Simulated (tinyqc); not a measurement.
Worked calculation (part 2 of 2): RKS/LDA (VWN5) in the sto-3g basis, for BeH2, spin multiplicity 1. Computed by tinyqc, a small Python program that keeps every step (integrals from PySCF). Command: `OMP_NUM_THREADS=1 python tinyqc.py 20953 20954 out.jsonl` (the two numbers bound the seeds that draw the settings). One thread of a shared host (Intel(R) Xeon(R) Processor @ 2.60GHz), about 0.6 s of CPU time with the checks.

Geometry (angstrom):
```
atom         x          y         z
Be    0.000000   0.000000  0.000000
H     0.000000   1.373000  0.000000
H     0.000000  -1.373000  0.000000
```

## Iteration 2: diagonalisation and new density

extrapolated F (hartree), order 1Be 1s, 1Be 2s, 1Be 2px, 1Be 2py, 1Be 2pz, 2H 1s, 3H 1s:
$$\begin{pmatrix}
-3.599649 & -1.086855 & 0.000000 & 0.000000 & 0.000000 & -0.278384 & -0.278384 \\
-1.086855 & -0.495147 & 0.000000 & 0.000000 & 0.000000 & -0.257382 & -0.257382 \\
0.000000 & 0.000000 & 0.012363 & 0.000000 & 0.000000 & 0.000000 & 0.000000 \\
0.000000 & 0.000000 & 0.000000 & -0.109169 & 0.000000 & -0.187282 & 0.187282 \\
0.000000 & 0.000000 & 0.000000 & 0.000000 & 0.012363 & 0.000000 & 0.000000 \\
-0.278384 & -0.257382 & 0.000000 & -0.187282 & 0.000000 & -0.153062 & -0.036824 \\
-0.278384 & -0.257382 & 0.000000 & 0.187282 & 0.000000 & -0.036824 & -0.153062
\end{pmatrix}$$

X, order 1Be 1s, 1Be 2s, 1Be 2px, 1Be 2py, 1Be 2pz, 2H 1s, 3H 1s:
$$\begin{pmatrix}
1.028454 & -0.153158 & 0.000000 & 0.000000 & 0.000000 & 0.018804 & 0.018804 \\
-0.153158 & 1.243287 & 0.000000 & 0.000000 & 0.000000 & -0.301465 & -0.301465 \\
0.000000 & 0.000000 & 1.000000 & 0.000000 & 0.000000 & 0.000000 & 0.000000 \\
0.000000 & 0.000000 & 0.000000 & 1.360800 & 0.000000 & -0.431288 & 0.431288 \\
0.000000 & 0.000000 & 0.000000 & 0.000000 & 1.000000 & 0.000000 & 0.000000 \\
0.018804 & -0.301465 & 0.000000 & -0.431288 & 0.000000 & 1.287970 & -0.098523 \\
0.018804 & -0.301465 & 0.000000 & 0.431288 & 0.000000 & -0.098523 & 1.287970
\end{pmatrix}$$

D after iteration 1, order 1Be 1s, 1Be 2s, 1Be 2px, 1Be 2py, 1Be 2pz, 2H 1s, 3H 1s:
$$\begin{pmatrix}
2.032906 & -0.100767 & 0.000000 & 0.000000 & 0.000000 & -0.191385 & -0.191385 \\
-0.100767 & 0.528154 & 0.000000 & 0.000000 & 0.000000 & 0.342492 & 0.342492 \\
0.000000 & 0.000000 & 0.000000 & 0.000000 & 0.000000 & 0.000000 & 0.000000 \\
0.000000 & 0.000000 & 0.000000 & 0.587078 & 0.000000 & 0.280169 & -0.280169 \\
0.000000 & 0.000000 & 0.000000 & 0.000000 & 0.000000 & 0.000000 & 0.000000 \\
-0.191385 & 0.342492 & 0.000000 & 0.280169 & 0.000000 & 0.880852 & 0.020197 \\
-0.191385 & 0.342492 & 0.000000 & -0.280169 & 0.000000 & 0.020197 & 0.880852
\end{pmatrix}$$

overlap S, order 1Be 1s, 1Be 2s, 1Be 2px, 1Be 2py, 1Be 2pz, 2H 1s, 3H 1s:
$$\begin{pmatrix}
1.000000 & 0.259517 & 0.000000 & 0.000000 & 0.000000 & 0.064609 & 0.064609 \\
0.259517 & 1.000000 & 0.000000 & 0.000000 & 0.000000 & 0.446678 & 0.446678 \\
0.000000 & 0.000000 & 1.000000 & 0.000000 & 0.000000 & 0.000000 & 0.000000 \\
0.000000 & 0.000000 & 0.000000 & 1.000000 & 0.000000 & 0.516425 & -0.516425 \\
0.000000 & 0.000000 & 0.000000 & 0.000000 & 1.000000 & 0.000000 & 0.000000 \\
0.064609 & 0.446678 & 0.000000 & 0.516425 & 0.000000 & 1.000000 & 0.030763 \\
0.064609 & 0.446678 & 0.000000 & -0.516425 & 0.000000 & 0.030763 & 1.000000
\end{pmatrix}$$

Diagonalise F' = X^T F X, C = X C', fill 3 alpha and 3 beta electrons from the bottom; D = 2 C_occ C_occ^T; the new density keeps 0.2 of the old one (damping). Each column has its largest component positive (the first on a tie).

F' = X^T F X (hartree):
$$\begin{pmatrix}
-3.495337 & -0.613354 & 0.000000 & 0.000000 & 0.000000 & -0.047556 & -0.047556 \\
-0.613354 & -0.135956 & 0.000000 & 0.000000 & 0.000000 & -0.185086 & -0.185086 \\
0.000000 & 0.000000 & 0.012363 & 0.000000 & 0.000000 & 0.000000 & 0.000000 \\
0.000000 & 0.000000 & 0.000000 & 0.194262 & 0.000000 & -0.289447 & 0.289447 \\
0.000000 & 0.000000 & 0.000000 & 0.000000 & 0.012363 & 0.000000 & 0.000000 \\
-0.047556 & -0.185086 & 0.000000 & -0.289447 & 0.000000 & 0.095805 & -0.088093 \\
-0.047556 & -0.185086 & 0.000000 & 0.289447 & 0.000000 & -0.088093 & 0.095805
\end{pmatrix}$$

orbital energies (hartree): MO1 -3.607295, MO2 -0.254819, MO3 -0.220292, MO4 0.012363, MO5 0.012363, MO6 0.238532, MO7 0.598452

coefficients C, order 1Be 1s, 1Be 2s, 1Be 2px, 1Be 2py, 1Be 2pz, 2H 1s, 3H 1s:
$$\begin{pmatrix}
0.985705 & -0.246556 & 0.000000 & 0.000000 & 0.000000 & -0.222438 & 0.000000 \\
0.055116 & 0.627785 & 0.000000 & 0.000000 & 0.000000 & 1.163543 & 0.000000 \\
0.000000 & 0.000000 & 0.000000 & -0.317838 & 0.948145 & 0.000000 & 0.000000 \\
0.000000 & 0.000000 & 0.522113 & 0.000000 & 0.000000 & 0.000000 & 1.396852 \\
0.000000 & 0.000000 & 0.000000 & 0.948145 & 0.317838 & 0.000000 & 0.000000 \\
-0.008488 & 0.351045 & 0.394590 & 0.000000 & 0.000000 & -0.821780 & -0.995735 \\
-0.008488 & 0.351045 & -0.394590 & 0.000000 & 0.000000 & -0.821780 & 0.995735
\end{pmatrix}$$

D after iteration 2, order 1Be 1s, 1Be 2s, 1Be 2px, 1Be 2py, 1Be 2pz, 2H 1s, 3H 1s:
$$\begin{pmatrix}
2.058427 & -0.180882 & 0.000000 & 0.000000 & 0.000000 & -0.190147 & -0.190147 \\
-0.180882 & 0.741073 & 0.000000 & 0.000000 & 0.000000 & 0.420358 & 0.420358 \\
0.000000 & 0.000000 & 0.000000 & 0.000000 & 0.000000 & 0.000000 & 0.000000 \\
0.000000 & 0.000000 & 0.000000 & 0.553578 & 0.000000 & 0.385666 & -0.385666 \\
0.000000 & 0.000000 & 0.000000 & 0.000000 & 0.000000 & 0.000000 & 0.000000 \\
-0.190147 & 0.420358 & 0.000000 & 0.385666 & 0.000000 & 0.622579 & -0.047795 \\
-0.190147 & 0.420358 & 0.000000 & -0.385666 & 0.000000 & -0.047795 & 0.622579
\end{pmatrix}$$

Within a degenerate level the vectors are fixed only up to a rotation; this is one choice.

## Iteration 13 (converged): orbitals

converged F (hartree), order 1Be 1s, 1Be 2s, 1Be 2px, 1Be 2py, 1Be 2pz, 2H 1s, 3H 1s:
$$\begin{pmatrix}
-3.603253 & -1.088031 & 0.000000 & 0.000000 & 0.000000 & -0.278682 & -0.278682 \\
-1.088031 & -0.500027 & 0.000000 & 0.000000 & 0.000000 & -0.261097 & -0.261097 \\
0.000000 & 0.000000 & 0.008035 & 0.000000 & 0.000000 & 0.000000 & 0.000000 \\
0.000000 & 0.000000 & 0.000000 & -0.115066 & 0.000000 & -0.192553 & 0.192553 \\
0.000000 & 0.000000 & 0.000000 & 0.000000 & 0.008035 & 0.000000 & 0.000000 \\
-0.278682 & -0.261097 & 0.000000 & -0.192553 & 0.000000 & -0.168435 & -0.037015 \\
-0.278682 & -0.261097 & 0.000000 & 0.192553 & 0.000000 & -0.037015 & -0.168435
\end{pmatrix}$$

Diagonalise F' = X^T F X, C = X C', fill 3 alpha and 3 beta electrons from the bottom; D = 2 C_occ C_occ^T. Each column has its largest component positive (the first on a tie).

F' = X^T F X (hartree):
$$\begin{pmatrix}
-3.498885 & -0.613542 & 0.000000 & 0.000000 & 0.000000 & -0.047477 & -0.047477 \\
-0.613542 & -0.140450 & 0.000000 & 0.000000 & 0.000000 & -0.183858 & -0.183858 \\
0.000000 & 0.000000 & 0.008035 & 0.000000 & 0.000000 & 0.000000 & 0.000000 \\
0.000000 & 0.000000 & 0.000000 & 0.190067 & 0.000000 & -0.288812 & 0.288812 \\
0.000000 & 0.000000 & 0.000000 & 0.000000 & 0.008035 & 0.000000 & 0.000000 \\
-0.047477 & -0.183858 & 0.000000 & -0.288812 & 0.000000 & 0.077627 & -0.087498 \\
-0.047477 & -0.183858 & 0.000000 & 0.288812 & 0.000000 & -0.087498 & 0.077627
\end{pmatrix}$$

orbital energies (hartree): MO1 -3.610925, MO2 -0.263690, MO3 -0.231036, MO4 0.008035, MO5 0.008035, MO6 0.225409, MO7 0.586229

coefficients C, order 1Be 1s, 1Be 2s, 1Be 2px, 1Be 2py, 1Be 2pz, 2H 1s, 3H 1s:
$$\begin{pmatrix}
0.985678 & -0.243669 & 0.000000 & 0.000000 & 0.000000 & -0.225715 & 0.000000 \\
0.055213 & 0.612396 & 0.000000 & 0.000000 & 0.000000 & 1.171711 & 0.000000 \\
0.000000 & 0.000000 & 0.000000 & 0.999970 & 0.007809 & 0.000000 & 0.000000 \\
0.000000 & 0.000000 & 0.509615 & 0.000000 & 0.000000 & 0.000000 & 1.401460 \\
0.000000 & 0.000000 & 0.000000 & -0.007809 & 0.999970 & 0.000000 & 0.000000 \\
-0.008504 & 0.361842 & 0.403468 & 0.000000 & 0.000000 & -0.817083 & -0.992171 \\
-0.008504 & 0.361842 & -0.403468 & 0.000000 & 0.000000 & -0.817083 & 0.992171
\end{pmatrix}$$

D after iteration 13, order 1Be 1s, 1Be 2s, 1Be 2px, 1Be 2py, 1Be 2pz, 2H 1s, 3H 1s:
$$\begin{pmatrix}
2.061869 & -0.189598 & 0.000000 & 0.000000 & 0.000000 & -0.193103 & -0.193103 \\
-0.189598 & 0.756155 & 0.000000 & 0.000000 & 0.000000 & 0.442242 & 0.442242 \\
0.000000 & 0.000000 & 0.000000 & 0.000000 & 0.000000 & 0.000000 & 0.000000 \\
0.000000 & 0.000000 & 0.000000 & 0.519414 & 0.000000 & 0.411227 & -0.411227 \\
0.000000 & 0.000000 & 0.000000 & 0.000000 & 0.000000 & 0.000000 & 0.000000 \\
-0.193103 & 0.442242 & 0.000000 & 0.411227 & 0.000000 & 0.587578 & -0.063569 \\
-0.193103 & 0.442242 & 0.000000 & -0.411227 & 0.000000 & -0.063569 & 0.587578
\end{pmatrix}$$

Within a degenerate level the vectors are fixed only up to a rotation; this is one choice.

## Convergence

Stop when the energy changes by less than 1e-08 hartree and every element of the error matrix X^T (F D S - S D F) X is below 3e-05.

Course of the cycle:
```
iteration   E (hartree)     change  largest element of the error matrix
1          -14.98958994          -                             5.29e-01
2          -15.31412571  -3.25e-01                             1.14e-01
3          -15.41420200  -1.00e-01                             1.14e-02
4          -15.43291548  -1.87e-02                             2.49e-03
5          -15.43665203  -3.74e-03                             5.15e-04
6          -15.43739897  -7.47e-04                             1.03e-04
7          -15.43754835  -1.49e-04                             2.08e-05
8          -15.43757822  -2.99e-05                             4.18e-06
9          -15.43758419  -5.97e-06                             8.34e-07
10         -15.43758539  -1.19e-06                             1.67e-07
11         -15.43758563  -2.39e-07                             3.33e-08
12         -15.43758568  -4.78e-08                             6.67e-09
13         -15.43758569  -9.56e-09                             1.33e-09
```

PySCF RKS in the same basis, fine grid = -15.44317645 hartree

Converged in 13 iterations. The coarse grid moves the energy by +5.59e-03 hartree.

## Populations, bond orders and dipole

Mulliken: Z minus the diagonal of D S on the atom; Loewdin: the same with S^(1/2) D S^(1/2); Mayer order: 2 sum_s sum (D(s) S)_ij (D(s) S)_ji over the two atoms.

Charges (e):
```
atom   Mulliken    Loewdin
1Be   -0.033893  -0.020601
2H     0.016946   0.010300
3H     0.016946   0.010300
```

Mayer bond orders:
```
pair     order
2-1   0.994413
3-1   0.994413
3-2   0.005299
```

dipole moment about the origin, x y z (debye): [0.000000, 0.000000, 0.000000]
